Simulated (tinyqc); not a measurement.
# A particle near a wafer in liquid: double-layer and van der Waals forces (DLVO), deposition barrier and removal, step by step

A worked calculation. Computed by tinyqc, a small Python program that keeps every step. Command: `OMP_NUM_THREADS=1 python tinyqc.py 3110184 3110185 out.jsonl dlvo walk`. One thread of a shared host (Intel(R) Xeon(R) Processor @ 2.30GHz), about 0.01 s of CPU time with the checks. Intermediate numbers are printed to about 5 digits and carried at full precision; extremes and crossings named in words are read from the listed rows.

Sphere and flat wall, Derjaguin approximation, constant potentials in the linear-superposition form, no retardation and no hydration force.

Inputs (values chosen for the exercise, of the order of those for ceria on silica in water):
```
quantity                             value   unit
particle radius R                       20     nm
Hamaker constant A                 1.4e-20      J
potential of the particle psi_1        -53     mV
potential of the wafer psi_2           -29     mV
salt concentration c                  0.29  mol/L
valence z of the symmetric salt          1      -
temperature T                          293      K
dielectric constant of the liquid     80.2      -
gap h                                  3.8     nm
contact distance h0                    0.4     nm
contact radius over R                 0.17      -
viscosity                             0.71  mPa s
```

Constants: e = 1.602176634e-19 C; N_A = 6.02214076e+23 1/mol; eps_0 = 8.8541878128e-12 F/m; k_B = 1.380649e-23 J/K; k_B = 8.617333262e-05 eV/K.

## Screening

kappa^2 = 2 z^2 e^2 N_A (1000 c)/(eps eps_0 k_B T); gamma_i = tanh(z e psi_i/(4 k_B T)); Z = 64 pi eps eps_0 (k_B T/(z e))^2 gamma_1 gamma_2.

kappa = 1.7667 1/nm

Debye length = 0.56603 nm

gamma_1 = -0.48138

gamma_2 = -0.27950

Z = 12.246 pN

kappa R = 35.334

Like signs: the double layers repel.

## Energy and force at one gap

U(h) = Z R exp(-kappa h) - A R/(6 h); F(h) = -dU/dh = kappa Z R exp(-kappa h) - A R/(6 h^2), positive for repulsion.

double-layer energy = 0.073530 k_B T

van der Waals energy = -3.0358 k_B T

U(h) = -2.9623 k_B T

F(h) = -2.7063 pN

## The curve

The formulas are those given above.

Against the gap:
```
h (nm)  kappa h  U (k_B T)       F (pN)
0.4       0.707     1.0261  -7.8218e+01
0.6       1.060     1.7494   2.0283e+01
1.0       1.767    -1.1889   2.7282e+01
1.5       2.650    -3.4132   9.8294e+00
2.5       4.417    -3.8834  -2.2423e+00
4.0       7.067    -2.8324  -2.5476e+00
7.0      12.367    -1.6477  -9.5054e-01
12.0     21.200    -0.9613  -3.2407e-01
20.0     35.334    -0.5768  -1.1667e-01
40.0     70.668    -0.2884  -2.9167e-02
```

Caution: in rows where h is not small against R, A R/(6 h) overstates the van der Waals term. Caution: in rows with kappa h below 1 linear superposition is only rough.

## Barrier and secondary minimum

F = 0 reads x^2 exp(-x) = y with x = kappa h and y = A kappa/(6 Z); the left side peaks at x = 2 with 4/e^2 = 0.5413, so roots exist for smaller y: x < 2 is the barrier, x > 2 the secondary minimum.

y = 0.33661

position of the barrier = 0.51976 nm

barrier height = 1.9759 k_B T

position of the secondary minimum = 2.1010 nm

energy at the secondary minimum = -4.0114 k_B T

A barrier of this size slows deposition by roughly exp(barrier). The secondary minimum is deep enough to hold particles loosely.

## Critical salt concentration

The barrier height is zero when U = 0 and F = 0 together: kappa h = 1 and kappa = 6 Z/(e A), e = 2.718282 here; c follows from kappa^2, with the potentials held fixed.

critical kappa = 1.9308 1/nm

critical concentration = 0.34637 mol/L

## Adding salt

kappa scales as sqrt(c); potentials are held fixed. A dash marks rows without a maximum.

Against the concentration:
```
c (mol/L)  Debye length (nm)  barrier at (nm)  barrier (k_B T)  minimum at (nm)  minimum (k_B T)
3.46e-05              51.820           3.2420           53.316       5.3182e+02      -1.9578e-02
3.46e-04              16.387           1.8708           47.848       1.4429e+02      -7.0871e-02
3.46e-03               5.182           1.1055           38.479       3.7678e+01      -2.6407e-01
1.73e-02               2.317           0.7876           28.454       1.4188e+01      -6.8027e-01
6.93e-02               1.158           0.6117           16.840       5.8345e+00      -1.5848e+00
1.73e-01               0.733           0.5402            7.615       3.1020e+00      -2.8403e+00
3.12e-01               0.546           0.5186            1.163       1.9818e+00      -4.2181e+00
5.20e-01               0.423           0.5333           -4.485       1.2605e+00      -6.0828e+00
1.04e+00               0.299                -                -                -                -
```

At low salt the barrier tends to Z R = 60.5 k_B T; it is half of that between 0.0035 and 0.017 mol/L and changes sign at 0.35 mol/L, while the secondary minimum deepens to -4.2 k_B T at 0.9 of that.

## Removing an attached particle

Adhesion F_a = A R/(6 h0^2) [1 + a^2/(R h0)] - kappa Z R exp(-kappa h0), a the contact radius. Drag in a shear flow F_d = 1.7 x 6 pi mu R^2 G, acting at 1.4 R; rolling starts when 1.4 R F_d = a F_a. Wall shear stress = mu G.

van der Waals adhesion = 713.125 pN

net adhesion F_a = 499.68 pN

wall shear stress for rolling = 4733.7 Pa

shear rate G = 6.6672e+06 1/s

Checks made by the program: force against a difference of U (relative difference below 1e-10).
